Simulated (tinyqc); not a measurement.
What moves the zone average: special k points of the fcc lattice.

Lattice vectors in units of a: a1 = (0, 1/2, 1/2), a2 = (1/2, 0, 1/2), a3 = (1/2, 1/2, 0); reciprocal vectors b_i with a_i . b_j = 2 pi delta_ij. Mesh: k = sum_i f_i b_i with f_i = (2 j_i + shift)/(2 N), j_i = 0 .. N-1. The point group of the lattice has 48 operations; only those that map the mesh onto itself are used.

A_m(k) = sum over the m-th star of lattice vectors R of cos(k . R), stars in order of length: m = 1: |R|^2 = 0.5, 12 vectors, such as (1, 0, 0) in the basis a_i; m = 2: |R|^2 = 1, 6 vectors, such as (1, 1, -1) in the basis a_i; m = 3: |R|^2 = 1.5, 24 vectors, such as (2, 0, -1) in the basis a_i; m = 4: |R|^2 = 2, 12 vectors, such as (2, 0, 0) in the basis a_i; m = 5: |R|^2 = 2.5, 24 vectors, such as (2, 1, -1) in the basis a_i; m = 6: |R|^2 = 3, 8 vectors, such as (3, -1, -1) in the basis a_i. The zone mean of every A_m is zero.

Test function, the lower band of a two-band insulator: E(k) = -sqrt(D^2 + (e0 - t A_1(k))^2).

Inputs chosen for the exercise (the lattice of Si, GaAs, Cu and Al; the results hold for these values, not for the real material):
```
symbol  value  unit  meaning
D       2.48   eV    half gap term
t       0.32   eV    coupling
e0      1.12   eV    offset
N       2            points along each reciprocal vector
shift   0            half steps
```

Mean of E over the mesh, and its error against the unshifted mesh with N = 24.

One parameter was then changed.

Results before and after:
```
case     mean (eV)  error (meV)  irreducible points
base       -3.1149      -192.63                   3
changed    -2.5471      -234.74                   3
```

Which of these changes was made? (a) N = 3; (b) shift = 1; (c) t = 0.416 eV; (d) D = 1.736 eV.
Answer: (d) D = 1.736 eV. Of the candidates, run in turn, only this one gives the changed row.

All candidates:
```
case          mean (eV)  error (meV)  irreducible points
base            -3.1149      -192.63                   3
N = 3           -2.9159         6.30                   4
shift = 1       -2.9322       -10.00                   2
D = 1.736 eV    -2.5471      -234.74                   3
t = 0.416 eV    -3.3335      -282.54                   3
```

Computed by tinyqc, a small Python program: `OMP_NUM_THREADS=1 python tinyqc.py 1681569 1681570 out.jsonl` (the numbers bound the seed that draws the inputs); one thread of a shared host (Intel(R) Xeon(R) Processor @ 2.30GHz), about 0.1 s for the whole set of steps.
